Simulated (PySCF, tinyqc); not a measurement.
Worked calculation (part 2 of 2): RHF in the 6-31g basis, for H4, spin multiplicity 1. The lowest restricted solution is unstable here: a spin-polarised one lies 0.0000 hartree lower (PySCF). Computed by tinyqc, a small Python program that keeps every step (integrals from PySCF). Command: `OMP_NUM_THREADS=1 python tinyqc.py 20892 20893 out.jsonl` (the two numbers bound the seeds that draw the settings). One thread of a shared host (Intel(R) Xeon(R) Processor @ 2.60GHz), about 0.06 s of CPU time with the checks.

Geometry (angstrom):
```
atom         x         y         z
H     0.000000  0.000000  0.000000
H     0.000000  0.000000  1.182000
H     0.000000  0.000000  3.073000
H     0.000000  0.000000  4.255000
```

## Iteration 1: diagonalisation and new density

Fock matrix F (hartree), lower triangle:
```
           1H 1s      1H 2s      2H 1s      2H 2s      3H 1s      3H 2s      4H 1s      4H 2s
1H 1s   0.146569
1H 2s  -0.338174  -0.214552
2H 1s  -0.322758  -0.333074   0.230543
2H 2s  -0.328656  -0.275072  -0.357007  -0.220075
3H 1s   0.004492  -0.011812  -0.041202  -0.112023   0.230543
3H 2s  -0.031609  -0.058697  -0.112023  -0.102317  -0.357007  -0.220075
4H 1s   0.009167   0.007598   0.004492  -0.031609  -0.322758  -0.328656   0.146569
4H 2s   0.007598   0.000298  -0.011812  -0.058697  -0.333074  -0.275072  -0.338174  -0.214552
```

X, lower triangle:
```
           1H 1s      1H 2s      2H 1s      2H 2s      3H 1s      3H 2s      4H 1s     4H 2s
1H 1s   1.253591
1H 2s  -0.501754   1.604596
2H 1s   0.000912   0.052945   1.271757
2H 2s   0.023970  -0.655243  -0.565044   1.810690
3H 1s  -0.004399  -0.040518  -0.006701   0.106798   1.271757
3H 2s   0.009416   0.206786   0.106798  -0.544043  -0.565044   1.810690
4H 1s  -0.000294  -0.002404  -0.004399   0.009416   0.000912   0.023970   1.253591
4H 2s  -0.002404  -0.084732  -0.040518   0.206786   0.052945  -0.655243  -0.501754  1.604596
```

Diagonalise F' = X^T F X, C = X C', fill 2 alpha and 2 beta electrons from the bottom; D = 2 C_occ C_occ^T. Each column has its largest component positive (the first on a tie).

F' = X^T F X (hartree), lower triangle:
```
           1          2          3          4          5          6          7         8
1   0.587686
2  -0.525532   0.268557
3  -0.174077  -0.099447   0.765717
4  -0.138122  -0.191550  -0.668220   0.418464
5  -0.002386  -0.004660   0.008011   0.012986   0.765717
6   0.031905   0.015975   0.012986  -0.167778  -0.668220   0.418464
7   0.002643  -0.003903  -0.002386   0.031905  -0.174077  -0.138122   0.587686
8  -0.003903   0.006175  -0.004660   0.015975  -0.099447  -0.191550  -0.525532  0.268557
```

orbital energies (hartree): MO1 -0.434923, MO2 -0.393619, MO3 0.119687, MO4 0.250599, MO5 0.962629, MO6 0.967648, MO7 1.242080, MO8 1.366745

coefficients C:
```
            MO1        MO2        MO3        MO4        MO5        MO6        MO7        MO8
1H 1s  0.188646   0.218743   0.153346  -0.083969   0.878332   0.917712  -0.287157   0.117538
1H 2s  0.222212   0.268089   0.679828  -0.856365  -0.833565  -0.872630   0.419928  -0.600656
2H 1s  0.195204   0.179443  -0.124342   0.173768   0.252696   0.076430   0.887603  -0.989474
2H 2s  0.252496   0.272019  -0.574229   1.006812  -0.032597   0.095385  -0.783422   1.507634
3H 1s  0.195204  -0.179443  -0.124342  -0.173768   0.252696  -0.076430   0.887603   0.989474
3H 2s  0.252496  -0.272019  -0.574229  -1.006812  -0.032597  -0.095385  -0.783422  -1.507634
4H 1s  0.188646  -0.218743   0.153346   0.083969   0.878332  -0.917712  -0.287157  -0.117538
4H 2s  0.222212  -0.268089   0.679828   0.856365  -0.833565   0.872630   0.419928   0.600656
```

D after iteration 1, lower triangle:
```
           1H 1s      1H 2s      2H 1s      2H 2s     3H 1s     3H 2s     4H 1s     4H 2s
1H 1s   0.166871
1H 2s   0.201124   0.242500
2H 1s   0.152153   0.182967   0.140609
2H 2s   0.214269   0.258066   0.196201   0.275498
3H 1s  -0.004855  -0.009460   0.011810   0.000953  0.140609
3H 2s  -0.023740  -0.033636   0.000953  -0.020480  0.196201  0.275498
4H 1s  -0.024522  -0.033447  -0.004855  -0.023740  0.152153  0.214269  0.166871
4H 2s  -0.033447  -0.044988  -0.009460  -0.033636  0.182967  0.258066  0.201124  0.242500
```

## Iteration 2: building the Fock matrix

core Hamiltonian H = T + V (hartree), lower triangle:
```
           1H 1s      1H 2s      2H 1s      2H 2s      3H 1s      3H 2s      4H 1s      4H 2s
1H 1s  -1.001713
1H 2s  -0.971294  -1.110604
2H 1s  -0.357360  -0.613719  -1.157187
2H 2s  -0.581302  -0.875603  -1.073640  -1.264930
3H 1s  -0.000108  -0.019809  -0.038943  -0.235581  -1.157187
3H 2s  -0.021372  -0.110593  -0.235581  -0.489602  -1.073640  -1.264930
4H 1s   0.000000  -0.000536  -0.000108  -0.021372  -0.357360  -0.581302  -1.001713
4H 2s  -0.000536  -0.011133  -0.019809  -0.110593  -0.613719  -0.875603  -0.971294  -1.110604
```

nuclear repulsion = 1.64400307 hartree

Given earlier and not repeated: Two-electron integrals (ij|kl) in chemists' order.

J_ij = sum D_kl (ij|kl), K_ij = sum D_kl (ik|jl); F = H + J - 0.5 K; E = tr D H + tr D J / 2 - 0.25 tr D K + E_nn.

Coulomb J (hartree), lower triangle:
```
          1H 1s     1H 2s     2H 1s     2H 2s     3H 1s     3H 2s     4H 1s     4H 2s
1H 1s  1.537493
1H 2s  0.938870  1.203080
2H 1s  0.253798  0.538328  1.662830
2H 2s  0.511434  0.880668  1.025687  1.340529
3H 1s  0.000021  0.011633  0.016595  0.184334  1.662830
3H 2s  0.012461  0.087550  0.184334  0.468340  1.025687  1.340529
4H 1s  0.000000  0.000226  0.000021  0.012461  0.253798  0.511434  1.537493
4H 2s  0.000226  0.007137  0.011633  0.087550  0.538328  0.880668  0.938870  1.203080
```

exchange K (hartree), lower triangle:
```
           1H 1s      1H 2s     2H 1s     2H 2s     3H 1s     3H 2s     4H 1s     4H 2s
1H 1s   0.804524
1H 2s   0.718648   0.752263
2H 1s   0.456106   0.576536  0.765273
2H 2s   0.585784   0.687683  0.701304  0.768721
3H 1s   0.002419   0.018295  0.039857  0.138793  0.765273
3H 2s   0.056911   0.094125  0.138793  0.241690  0.701304  0.768721
4H 1s  -0.014596  -0.010558  0.002419  0.056911  0.456106  0.585784  0.804524
4H 2s  -0.010558  -0.001275  0.018295  0.094125  0.576536  0.687683  0.718648  0.752263
```

Fock matrix F (hartree), lower triangle:
```
           1H 1s      1H 2s      2H 1s      2H 2s      3H 1s      3H 2s      4H 1s      4H 2s
1H 1s   0.133518
1H 2s  -0.391748  -0.283656
2H 1s  -0.331615  -0.363659   0.123007
2H 2s  -0.362759  -0.338776  -0.398606  -0.308761
3H 1s  -0.001296  -0.017324  -0.042277  -0.120642   0.123007
3H 2s  -0.037368  -0.070106  -0.120642  -0.142107  -0.398606  -0.308761
4H 1s   0.007298   0.004969  -0.001296  -0.037368  -0.331615  -0.362759   0.133518
4H 2s   0.004969  -0.003358  -0.017324  -0.070106  -0.363659  -0.338776  -0.391748  -0.283656
```

total energy of this density = -2.11546194 hartree

## Iteration 2: diagonalisation and new density

As before.

F' = X^T F X (hartree), lower triangle:
```
           1          2          3          4          5          6          7         8
1   0.616612
2  -0.576526   0.246992
3  -0.164655  -0.112408   0.624633
4  -0.140602  -0.215002  -0.619029   0.320046
5  -0.006701  -0.008389   0.006237   0.014822   0.624633
6   0.031013   0.024494   0.014822  -0.185390  -0.619029   0.320046
7   0.001874  -0.004799  -0.006701   0.031013  -0.164655  -0.140602   0.616612
8  -0.004799  -0.000103  -0.008389   0.024494  -0.112408  -0.215002  -0.576526  0.246992
```

orbital energies (hartree): MO1 -0.520381, MO2 -0.464378, MO3 0.070520, MO4 0.214706, MO5 0.971181, MO6 1.019782, MO7 1.109582, MO8 1.215554

coefficients C:
```
            MO1        MO2        MO3        MO4        MO5        MO6        MO7        MO8
1H 1s  0.174764   0.202137   0.157153  -0.107795   0.624003   0.895826  -0.684405   0.236489
1H 2s  0.225709   0.275179   0.682123  -0.820683  -0.522002  -0.791882   0.770710  -0.742417
2H 1s  0.194659   0.181275  -0.113630   0.205005   0.659821   0.213890   0.647374  -0.962631
2H 2s  0.258547   0.278185  -0.577675   0.948463  -0.406603  -0.088746  -0.665150   1.544305
3H 1s  0.194659  -0.181275  -0.113630  -0.205005   0.659821  -0.213890   0.647374   0.962631
3H 2s  0.258547  -0.278185  -0.577675  -0.948463  -0.406603   0.088746  -0.665150  -1.544305
4H 1s  0.174764  -0.202137   0.157153   0.107795   0.624003  -0.895826  -0.684405  -0.236489
4H 2s  0.225709  -0.275179   0.682123   0.820683  -0.522002   0.791882   0.770710   0.742417
```

D after iteration 2, lower triangle:
```
           1H 1s      1H 2s      2H 1s      2H 2s     3H 1s     3H 2s     4H 1s     4H 2s
1H 1s   0.142803
1H 2s   0.190139   0.253336
2H 1s   0.141324   0.187639   0.141506
2H 2s   0.202832   0.269814   0.201513   0.288467
3H 1s  -0.005246  -0.011893   0.010063  -0.000199  0.141506
3H 2s  -0.022093  -0.036388  -0.000199  -0.021080  0.201513  0.288467
4H 1s  -0.020634  -0.032356  -0.005246  -0.022093  0.141324  0.202832  0.142803
4H 2s  -0.032356  -0.049557  -0.011893  -0.036388  0.187639  0.269814  0.190139  0.253336
```

## Iteration 7 (converged): orbitals

converged F (hartree), lower triangle:
```
           1H 1s      1H 2s      2H 1s      2H 2s      3H 1s      3H 2s      4H 1s      4H 2s
1H 1s   0.130339
1H 2s  -0.391978  -0.287904
2H 1s  -0.329419  -0.364737   0.123911
2H 2s  -0.361720  -0.341439  -0.400034  -0.310729
3H 1s  -0.001045  -0.017001  -0.041961  -0.120589   0.123911
3H 2s  -0.037050  -0.070156  -0.120589  -0.141997  -0.400034  -0.310729
4H 1s   0.007106   0.005015  -0.001045  -0.037050  -0.329419  -0.361720   0.130339
4H 2s   0.005015  -0.003107  -0.017001  -0.070156  -0.364737  -0.341439  -0.391978  -0.287904
```

As before.

F' = X^T F X (hartree), lower triangle:
```
           1          2          3          4          5          6          7         8
1   0.610974
2  -0.573186   0.240631
3  -0.161836  -0.113112   0.627479
4  -0.139238  -0.216742  -0.621329   0.320036
5  -0.006568  -0.008132   0.006538   0.014935   0.627479
6   0.031010   0.024150   0.014935  -0.184497  -0.621329   0.320036
7   0.001613  -0.004805  -0.006568   0.031010  -0.161836  -0.139238   0.610974
8  -0.004805   0.000345  -0.008132   0.024150  -0.113112  -0.216742  -0.573186  0.240631
```

orbital energies (hartree): MO1 -0.521654, MO2 -0.466590, MO3 0.068826, MO4 0.212250, MO5 0.969608, MO6 1.011676, MO7 1.106338, MO8 1.217785

coefficients C:
```
            MO1        MO2        MO3        MO4        MO5        MO6        MO7        MO8
1H 1s  0.173145   0.200233   0.158055  -0.108829   0.657235   0.900364  -0.652771   0.219813
1H 2s  0.228747   0.277977   0.680313  -0.819467  -0.558778  -0.806205   0.745206  -0.727145
2H 1s  0.193566   0.180207  -0.115175   0.204316   0.627661   0.196732   0.678653  -0.966629
2H 2s  0.257788   0.277522  -0.576946   0.949939  -0.372836  -0.057859  -0.685549   1.544983
3H 1s  0.193566  -0.180207  -0.115175  -0.204316   0.627661  -0.196732   0.678653   0.966629
3H 2s  0.257788  -0.277522  -0.576946  -0.949939  -0.372836   0.057859  -0.685549  -1.544983
4H 1s  0.173145  -0.200233   0.158055   0.108829   0.657235  -0.900364  -0.652771  -0.219813
4H 2s  0.228747  -0.277977   0.680313   0.819467  -0.558778   0.806205   0.745206   0.727145
```

D after iteration 7, lower triangle:
```
           1H 1s      1H 2s      2H 1s      2H 2s     3H 1s     3H 2s     4H 1s     4H 2s
1H 1s   0.140145
1H 2s   0.190533   0.259193
2H 1s   0.139196   0.188742   0.139884
2H 2s   0.200408   0.272226   0.199820   0.286947
3H 1s  -0.005137  -0.011631   0.009986  -0.000225  0.139884
3H 2s  -0.021869  -0.036353  -0.000225  -0.021128  0.199820  0.286947
4H 1s  -0.020229  -0.032108  -0.005137  -0.021869  0.139196  0.200408  0.140145
4H 2s  -0.032108  -0.049892  -0.011631  -0.036353  0.188742  0.272226  0.190533  0.259193
```

## Convergence

Stop when the energy changes by less than 1e-08 hartree and every element of the error matrix X^T (F D S - S D F) X is below 3e-05.

Course of the cycle:
```
iteration  E (hartree)     change  largest element of the error matrix
1          -1.92815181          -                             2.56e-01
2          -2.11546194  -1.87e-01                             3.18e-02
3          -2.11727524  -1.81e-03                             3.71e-03
4          -2.11730777  -3.25e-05                             7.19e-04
5          -2.11730864  -8.68e-07                             1.21e-04
6          -2.11730867  -2.72e-08                             2.19e-05
7          -2.11730867  -1.04e-09                             4.04e-06
```

PySCF RHF in the same basis = -2.11730867 hartree

Converged in 7 iterations.

## Populations, bond orders and dipole

overlap S, lower triangle:
```
          1H 1s     1H 2s     2H 1s     2H 2s     3H 1s     3H 2s     4H 1s     4H 2s
1H 1s  1.000000
1H 2s  0.658292  1.000000
2H 1s  0.154024  0.341779  1.000000
2H 2s  0.341779  0.668763  0.658292  1.000000
3H 1s  0.000014  0.008013  0.011455  0.123288  1.000000
3H 2s  0.008013  0.065917  0.123288  0.357102  0.658292  1.000000
4H 1s  0.000000  0.000145  0.000014  0.008013  0.154024  0.341779  1.000000
4H 2s  0.000145  0.005442  0.008013  0.065917  0.341779  0.668763  0.658292  1.000000
```

Mulliken: Z minus the diagonal of D S on the atom; Loewdin: the same with S^(1/2) D S^(1/2); Mayer order: 2 sum_s sum (D(s) S)_ij (D(s) S)_ji over the two atoms.

Charges (e):
```
atom   Mulliken    Loewdin
1H     0.016258   0.004002
2H    -0.016258  -0.004002
3H    -0.016258  -0.004002
4H     0.016258   0.004002
```

Mayer bond orders:
```
pair      order
2-1    0.988421
3-1   -0.004667
3-2    0.011801
4-1    0.015598
4-2   -0.004667
4-3    0.988421
```

dipole moment about the origin, x y z (debye): 0.000000  0.000000  0.000000
